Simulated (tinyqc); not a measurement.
What each parameter does: Wannier function of the lower band of a two-orbital chain.

H(k) = [[-d/2 - 2 ta cos k, -t1 - t2 exp(-ik)], [-t1 - t2 exp(ik), d/2 - 2 tb cos k]], k in 1/a, Bloch sums with exp(ikR) and without the positions inside the cell. Mesh k_j = 2 pi j/N. Projection gauge: each lower eigenvector u is multiplied by the phase that makes <trial|u> real and positive (the one-band case of Loewdin orthogonalisation). Wannier amplitudes w(R) = (1/N) sum_k exp(ikR) u(k); hoppings H(R) = (1/N) sum_k exp(-ikR) E(k).

Inputs chosen for the exercise: d = 1.4 eV (A at -d/2, B at +d/2); t1 = 1.91 eV (A-B in the cell); t2 = 0.79 eV (B to A of the next cell); ta = 0.33 eV (A-A between cells); tb = 0.31 eV (B-B between cells); xb = 0.66 a (position of B (A at 0)); th = 45 degrees (trial orbital cos(th) A + sin(th) B in cell 0).

N = 24: centre (folded into [0, 1)) and Omega_I from overlaps M_j = u_j^+ diag(1, exp(-i b xb)) u_(j+1), b = 2 pi/N: centre = -(1/2 pi) Im ln prod M_j, Omega_I = mean(1 - |M_j|^2)/b^2; and the first two hoppings H(R).

One parameter was then changed.

Results before and after:

| case | centre (a) | Omega_I (a^2) | H(1) (eV) | H(2) (eV) |
|---|---|---|---|---|
| base | 0.1998 | 0.1107 | -0.6849 | 0.0324 |
| changed | 0.1780 | 0.1026 | -0.6754 | 0.0298 |

Which of these changes was made? (a) ta = 0.43 eV; (b) th = 55 degrees; (c) t2 = 0.69 eV; (d) d = 1.7 eV; (e) xb = 0.71 a; (f) t1 = 2.06 eV.

Answer: (d) d = 1.7 eV. Of the candidates, run in turn, only this one gives the changed row.

All candidates:

| case | centre (a) | Omega_I (a^2) | H(1) (eV) | H(2) (eV) |
|---|---|---|---|---|
| base | 0.1998 | 0.1107 | -0.6849 | 0.0324 |
| d = 1.7 eV | 0.1780 | 0.1026 | -0.6754 | 0.0298 |
| t1 = 2.06 eV | 0.2102 | 0.1109 | -0.6892 | 0.0311 |
| t2 = 0.69 eV | 0.2042 | 0.1070 | -0.6411 | 0.0252 |
| ta = 0.43 eV | 0.2068 | 0.1134 | -0.7530 | 0.0351 |
| xb = 0.71 a | 0.2159 | 0.1249 | -0.6849 | 0.0324 |
| th = 55 degrees | 0.1998 | 0.1107 | -0.6849 | 0.0324 |

The trial angle is a choice of gauge and moves none of these; xb enters the position operator alone, so it leaves the hoppings.

Computed by tinyqc, a small Python program: `OMP_NUM_THREADS=1 python tinyqc.py 1452470 1452471 out.jsonl` (the numbers bound the seed that draws the inputs); one thread of a shared host (Intel(R) Xeon(R) Processor @ 2.30GHz), about 0.2 s for the whole set of steps.
